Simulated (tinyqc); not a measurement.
# Worked calculation: electron mobility in a silicon inversion layer, empirical terms and Matthiessen rule

Program tinyqc, `OMP_NUM_THREADS=1 python tinyqc.py 2510084 2510085 out.jsonl`; Intel Xeon 2.30GHz, shared host, one thread, about 0.01 s. Printed values are rounded.

Inversion layer of sheet density Ns on a uniformly doped body. The mobility terms are empirical power laws with prefactors chosen for the exercise; adding their inverses (Matthiessen) is itself an approximation.

Inputs (values chosen for the exercise); material values close to those of silicon:
- T = 293 K (temperature)
- Eg = 1.11 eV (band gap)
- eps_r = 11.6 (relative permittivity of the semiconductor)
- Nc = 2.7e19 cm^-3 (conduction-band density of states at T)
- Nv = 2.53e19 cm^-3 (valence-band density of states at T)
- Nb = 1.9e18 cm^-3 (body doping)
- Vsb = 1 V (reverse body bias)
- eta = 0.5 (weight of the inversion charge in the effective field)
- Cox = 0.81 uF/cm^2 (gate capacitance)
- Ap = 450 cm^2/(V s) (phonon-limited mobility at 1 MV/cm and 300 K)
- As = 983 cm^2/(V s) (roughness-limited mobility at 1 MV/cm)
- gs = 2 (exponent of the roughness term)
- Ac = 3900 cm^2/(V s) (Coulomb prefactor)
- Nit = 2.6e10 cm^-2 (charge at the interface)
- Ns = 5.1e11 cm^-2 (inversion density)
- WL = 5 (ratio W/L)
- Vd = 0.05 V (drain voltage)
- I = 1.52 uA (measured linear current)

Constants: q = 1.602176634e-19 C, kB = 1.380649e-23 J/K, Vt = kB T/q, eps0 = 8.8541878128e-14 F/cm where lengths are in cm. Results are converted to the units shown.

## Depletion charge and effective field

ni = sqrt(Nc Nv) exp(-Eg/(2 Vt)), Eg in volts; Ndep = sqrt(2 eps0 eps_r Nb (2 Vt ln(Nb/ni) + Vsb)/q); E = q (Ndep + eta Ns)/(eps0 eps_r), in MV/cm.

ni = 7.42856e9 cm^-3
Ndep = 6.94083e12 cm^-2
E = 1.12250 MV/cm

The depletion charge gives 96.5 % of the field.

## Mobility terms and their sum

With t = T/(300 K): muC = Ac (Ns/1e12 cm^-2) t/(Nb/1e17 cm^-3 + Nit/1e11 cm^-2), muP = Ap E^(-1/3) t^(-1.75), muS = As E^(-gs); 1/mu is the sum of the inverses.

terms (cm^2/(V s)): Coulomb 100.861, phonon 451.261, roughness 780.160
mu = 74.5579 cm^2/(V s)
shares of 1/mu (%): Coulomb 73.9212, phonon 16.5221, roughness 9.55674

The Coulomb term limits most.

## Iteration 1: inversion density for the measured current

Ns at the start = 3.6e11 cm^-2

I = (W/L) q Ns mu Vd. E = q (Ndep + eta Ns)/(eps0 eps_r) in MV/cm. With t = T/(300 K): muC = Ac (Ns/1e12 cm^-2) t/(Nb/1e17 cm^-3 + Nit/1e11 cm^-2), muP = Ap E^(-1/3) t^(-1.75), muS = As E^(-gs); 1/mu is the sum of the inverses. Ns(new) = I/((W/L) q mu Vd).

E = 1.11080 MV/cm
mu = 57.1129 cm^2/(V s)
Ns after iteration 1 = 6.64445e11 cm^-2

## Iteration 2: inversion density for the measured current

As before.

E = 1.13454 MV/cm
mu = 89.7393 cm^2/(V s)
Ns after iteration 2 = 4.22873e11 cm^-2

## Course of the iteration: inversion density for the measured current

Stop when Ns changes by less than 1e5 cm^-2, or after 120 iterations.

Course of the iteration:
```
iteration  Ns (cm^-2)  |change| (cm^-2)
1          6.64445e11           3.04e11
2          4.22873e11           2.42e11
3          5.85740e11           1.63e11
4          4.60988e11           1.25e11
5          5.48554e11           8.76e10
6          4.82871e11           6.57e10
7          5.29881e11           4.70e10
8          4.95035e11           3.48e10
9          5.20222e11           2.52e10
...               ...               ...
41         5.09410e11            1.10e6
42         5.09409e11            8.07e5
43         5.09410e11            5.90e5
44         5.09409e11            4.31e5
45         5.09410e11            3.15e5
46         5.09409e11            2.30e5
47         5.09410e11            1.68e5
48         5.09410e11            1.23e5
49         5.09410e11            8.98e4
```

Converged in 49 iterations. At the end each change is about 0.73 times the one before, with alternating sign: linear convergence.

## Split C-V extraction

```
point  Vg (V)  Cgc (uF/cm^2)      I (uA)
0         0.1     1.21916e-4  4.64290e-9
1        0.15     5.86647e-4  1.07558e-7
2         0.2     0.00281671  2.48566e-6
3        0.25      0.0133839  5.67833e-5
4         0.3      0.0606179  0.00122956
5        0.35       0.227039   0.0214086
6         0.4       0.528271    0.204995
7        0.45       0.729226    0.868376
8         0.5       0.791784     2.07076
9        0.55       0.806148     3.64347
10        0.6       0.809197     5.44474
11       0.65       0.809833     7.38680
12        0.7       0.809965     9.41361
```

Q(Vg) is the trapezoid sum of Cgc from the first point (where Q is taken as 0); mu_eff = I/((W/L) Q Vd); mu_FE = (dI/dVg)/((W/L) Cox Vd) with a backward difference. Listed from point 4 on.

```
point  Q (uC/cm^2)  mu_eff (cm^2/(V s))  mu_FE (cm^2/(V s))
4       0.00235786              2.08589            0.115830
5       0.00954929              8.96763             1.99299
6        0.0284321              28.8400             18.1320
7        0.0598695              58.0179             65.5191
8        0.0978947              84.6116             118.754
9         0.137843              105.728             155.330
10        0.178227              122.198             177.903
11        0.218702              135.102             191.809
12        0.259197              145.273             200.178
```

At the last point mu_FE is 38 % above mu_eff.
